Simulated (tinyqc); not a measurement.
Inside a calculation. Model: regular and subregular solution with a miscibility gap. Computed by tinyqc, a small Python program that keeps every step. Command: `OMP_NUM_THREADS=1 python tinyqc.py 3005878 3005879 out.jsonl regsol walk`. One thread of a shared host (Intel(R) Xeon(R) Processor @ 2.30GHz), about 0.02 s of CPU time with the checks. Intermediate numbers are printed to about 5 digits and carried at full precision; extremes and crossings named in words are read from the listed rows.

Per mole of mixing sites: G(x) = x (1 - x) [L0 + L1 (1 - 2x)] + R T [x ln x + (1 - x) ln(1 - x)], x the fraction of B.

Inputs (values chosen for the exercise, for a model semiconductor alloy):
```
quantity                    value                 unit
lattice constant a_A        5.869             angstrom
lattice constant a_B        6.058             angstrom
constant K                  47300  kJ angstrom^2.5/mol
asymmetry L1                0.054               kJ/mol
temperature T                 132                    K
overall fraction x0          0.56                    -
coherency modulus Y           185                  GPa
molar volume V_m             31.9             cm^3/mol
gradient coefficient kappa  8e-10                  J/m
start value s0               0.02                    -
```

Source of L0: delta-lattice-parameter rule.

Constants: R = 8.314462618 J/(mol K).

## Interaction parameter

A bonding enthalpy -K a^(-2.5) with a linear in x gives L0 = 4.375 K (a_A - a_B)^2/abar^4.5, abar the mean lattice constant; eta = (a_B - a_A)/abar.

L0 = 2.3934 kJ/mol

eta = 0.031693

## G, chemical potentials and activities

G' = L0 (1 - 2x) + L1 (1 - 6x + 6x^2) + R T ln[x/(1 - x)]; G'' = -2 L0 - 6 L1 (1 - 2x) + R T/[x (1 - x)]. mu_A = G - x G', mu_B = G + (1 - x) G', activity = exp(mu/(R T)).

G, G'' and activities at x = 0.02, 0.1, 0.2, 0.35, 0.5, 0.65, 0.8, 0.9, 0.98:
```
x     G (kJ/mol)  G'' (kJ/mol)  activity of A  activity of B
0.02    -0.05967        50.898        0.98091        0.16962
0.10    -0.13749         7.149        0.92102        0.59912
0.20    -0.16108         1.878        0.87670        0.81263
0.35    -0.16240        -0.060        0.85727        0.87216
0.50    -0.16240        -0.397        0.87313        0.85191
0.65    -0.16978         0.135        0.88678        0.84089
0.80    -0.17144         2.267        0.80246        0.86915
0.90    -0.14527         7.667        0.57114        0.91867
0.98    -0.06171        51.520        0.15550        0.98080
```

G'' is negative at 2 of the nine compositions (0.35, 0.5), where the solution is unstable.

## Critical point

The spinodal is G'' = 0, R T_s(x) = x (1 - x) [2 L0 + 6 L1 (1 - 2x)]; the critical point is its maximum.

critical composition x_c = 0.48314

critical temperature T_c = 144.09 K

L1 > 0 moves the top of the gap to the A-rich side and raises it by 0.2 K over L0/(2 R).

## Spinodal at T

Solve G'' = 0 on each side of x_c.

spinodal x_s1 = 0.34007

spinodal x_s2 = 0.62900

Caution: at such a low temperature diffusion in a solid alloy is normally frozen, so this equilibrium would not be reached.

## First Newton step for the common tangent

Common tangent: F1 = G'(x1) - G'(x2) = 0 and F2 = [G - x G'](x1) - [G - x G'](x2) = 0. Newton step: J = [[G''(x1), -G''(x2)], [-x1 G''(x1), x2 G''(x2)]], J dx = -F; a step that would leave 0 < x < 1 is halved until it stays inside. The start is x1 = s0, x2 = 1 - s0.

F (kJ/mol): F1 -3.9474, F2 2.0215

J (kJ/mol):
```
        1        2
1  50.898  -51.520
2  -1.018   50.489
```

new (x1, x2): 0.05780  0.94072

## Binodal by Newton steps

Stop when the step is below 1e-12, or when x1 and x2 meet within 1e-5; residuals under 1e-7 are shown as 0.

Iteration:
```
step       x1       x2  F1 (kJ/mol)  F2 (kJ/mol)
1     0.02000  0.98000  -3.9474e+00   2.0215e+00
2     0.05780  0.94072  -1.8707e+00   9.6266e-01
3     0.11767  0.87697  -7.3082e-01   3.7770e-01
4     0.18028  0.80873  -2.3404e-01   1.2190e-01
5     0.22435  0.75817  -5.7277e-02   3.0549e-02
6     0.24233  0.73391  -7.7395e-03   4.4403e-03
7     0.24480  0.72861  -2.4359e-04   1.6502e-04
8     0.24482  0.72837  -3.8990e-07   3.0710e-07
9     0.24482  0.72837            0            0
10    0.24482  0.72837            0            0
```

solubility limit x1 = 0.24482

solubility limit x2 = 0.72837

Converged: the gap runs from 0.2448 to 0.7284, outside the spinodal as it must.

## Lever rule at x0

Inside the gap the B-rich phase has the fraction f = (x0 - x1)/(x2 - x1), and the gain is (1 - f) G(x1) + f G(x2) - G(x0); outside it one phase remains.

fraction f of the B-rich phase = 0.65180

free energy of decomposition = -5.0922 J/mol

x0 lies inside the chemical spinodal: coherency strain aside, small waves of composition grow without a barrier.

## Fastest-growing wave

Linear Cahn-Hilliard theory, coherency strain left out, with energy density G/V_m + kappa (grad x)^2: the rate goes as -k^2 (G''/V_m + 2 kappa k^2), so k_c^2 = -G''/(2 kappa V_m), the fastest wave has k_m = k_c/sqrt(2) and length 2 pi/k_m.

G''(x0) = -0.29366 kJ/mol

k_c = 0.075851 1/nm

fastest wavelength = 117.15 nm

## Coherent spinodal

If the lattice stays coherent, G'' gains 2 eta^2 Y V_m (eta = d ln a/dx, Y the biaxial modulus, E/(1 - nu) if isotropic), which is L0 replaced by L0 - eta^2 Y V_m (1 GPa cm^3/mol = 1 kJ/mol); the program reports 0 if the result is below its cutoff 3.5 |L1|.

eta^2 Y V_m = 5.9277 kJ/mol

top of the coherent spinodal = 0 K

Coherency strain takes most or all of L0: decomposition then needs incoherent interfaces or a free surface.

## The phase diagram

For this table each start is x_s1/6 and 1 - (1 - x_s2)/6. The dilute estimate of x1 is exp(-(L0 + L1)/(R T)).

Binodal and spinodal:
```
T (K)  binodal x1  spinodal x_s1  spinodal x_s2  binodal x2  dilute estimate of x1
58      0.0066518        0.10714        0.87921     0.99160              0.0062512
72       0.019318        0.13837        0.84470     0.97654               0.016770
86       0.041850        0.17296        0.80683     0.95050               0.032625
101      0.080297        0.21526        0.76103     0.90707               0.054239
115       0.13481        0.26236        0.71067     0.84679               0.077339
130       0.22765        0.32881        0.64073     0.74661                0.10391
138       0.31034        0.38132        0.58637     0.65951                0.11849
```

The dilute estimate is 0.94 of x1 at the lowest T and 0.38 at the highest: it drops the pull of the other solutes and the impurity of the second phase. Near the top the binodal is 1.70 times as wide as the spinodal; the mean-field limit at T_c is sqrt(3) = 1.73. The gap is lopsided: at the lowest T, A dissolves 0.0067 of B and B dissolves 0.0084 of A.

Checks made by the program: binodal against the lower hull of G on 40001 points (relative difference 8e-06).
